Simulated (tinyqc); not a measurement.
The sixth-power law: interface roughness in a thin film (subband fluctuation and scattering).

Square well of width t, barriers V0, c = hbar^2/2m0: E1 solves k t + 2 atan[(k/mz)/(kappa/mb)] = pi, k = sqrt(mz E/c), kappa = sqrt(mb (V0 - E)/c). One interface is rough, so the subband edge fluctuates by G dt with G = |dE1/dt| (central difference of 0.01 angstrom; 2 E1/t for hard walls).

Gaussian roughness spectrum S(q) = pi D^2 Lc^2 exp(-q^2 Lc^2/4). Degenerate gas, taken to fill one subband (the second starts to fill once c kF^2/md exceeds E2 - E1, which is not tested here): kF = sqrt(2 pi Ns/gv), q = 2 kF sin(theta/2), 1/tau = (md/(2 pi c hbar)) G^2 times the integral from 0 to pi of S(q)(1 - cos theta)/eps(q)^2 dtheta, eps(q) = 1 + qs/q with screening (qs = gv md q0/(c eps), q0 = e^2/(4 pi eps0), form factors left out, which overstates the screening; other scattering is left out too, so these values lie far above measured mobilities in all but the thinnest films) or 1 without; mobility = tau c2/md with c2 = e/m0 = 1.75882e15 cm^2/(V s^2); 1e12/cm^2 = 1e-4/angstrom^2.

Constants: hbar^2/2m0 = 3.80998211 eV angstrom^2; hbar = 6.58211957e-16 eV s; e^2/(4 pi eps0) = 14.39964547 eV angstrom.

Values chosen for the exercise (near those of a thin Ge channel on (111), one valley; the results hold for these values, not for the real material): mz = 1.608 m0 (confinement mass); V0 = 2.16 eV (barrier); mb = 0.31 m0 (barrier mass); md = 0.08 m0 (mass in the plane); gv = 1 (valleys); D = 1.7 angstrom (rms height of the roughness); Lc = 48 angstrom (correlation length); Ns = 2 x 1e12/cm^2 (sheet density); eps = 12.1 (mean dielectric constant at the channel); ts = (13, 17, 20, 24, 30, 38, 50) angstrom (thicknesses).

Screened mobility against thickness for the finite barrier and for hard walls.

Results:

| t (angstrom) | E1 (meV) | G (meV/angstrom) | mobility (cm^2/(V s)) | the same, hard walls |
|---|---|---|---|---|
| 13 | 120.3 | 17.195 | 3.42e+03 | 2.23e+03 |
| 17 | 72.7 | 8.096 | 1.54e+04 | 1.11e+04 |
| 24 | 37.6 | 3.018 | 1.11e+05 | 8.82e+04 |
| 30 | 24.5 | 1.581 | 4.04e+05 | 3.37e+05 |
| 38 | 15.4 | 0.793 | 1.61e+06 | 1.39e+06 |
| 50 | 9.0 | 0.354 | 8.05e+06 | 7.21e+06 |

Give the missing row, t (angstrom) = 20.

Computed row:
```
t (angstrom)  E1 (meV)  G (meV/angstrom)  mobility (cm^2/(V s))  the same, hard walls
20                53.4             5.096               3.89e+04              2.95e+04
```

With hard walls G goes as 1/t^3 and the mobility as t^6. With the finite barrier the local exponent is 5.62 at the thin end and 5.87 at the thick end, since the envelope leaks out and softens the dependence. The least value is 3.42e+03 cm^2/(V s). EF - E1 = 60 meV exceeds about 3 E1, the distance to the next subband of the ladder, from 38 angstrom on, where the one-subband formula no longer holds. The gate field, which also presses carriers to the interface, is left out. Below about 20 angstrom the effective-mass picture is itself doubtful.

tinyqc: `OMP_NUM_THREADS=1 python tinyqc.py 1252547 1252548 out.jsonl`; about 0.01 s, one thread, shared Intel(R) Xeon(R) Processor @ 2.30GHz.
